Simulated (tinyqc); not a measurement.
Koster-Slater impurity in an sp3s* host: one step. A first estimate from the table.

Parameters, chosen for this exercise (out of a larger set: near a published set for InP; not measured data): V = -4.1 eV (shift of the s level).

G(E) (1/eV):
```
E (eV)           G_s         G_p
0.000000  -0.0845869   0.0063616
0.180410  -0.1006770  -0.0363988
0.360820  -0.1183195  -0.0646131
0.541231  -0.1382292  -0.0889907
0.721641  -0.1613100  -0.1122391
0.902051  -0.1888457  -0.1359777
1.082461  -0.2228174  -0.1617028
1.262871  -0.2665553  -0.1912951
1.443282  -0.3263313  -0.2277295
```

Task: A defect that shifts the s level of its cation site by V has a level where the host Green function G_s(E) equals 1/V; E is counted from the top of the valence band. Find it by linear interpolation between the two rows that bracket it.

Give: 1/V; estimated level.

Result:

1/V = -0.24390 1/eV
estimated level = 1.169 eV

Program tinyqc; command `OMP_NUM_THREADS=1 python tinyqc.py 1482795 1482796 out.jsonl`; about 0.02 s on one thread of a shared Intel(R) Xeon(R) Processor @ 2.30GHz.
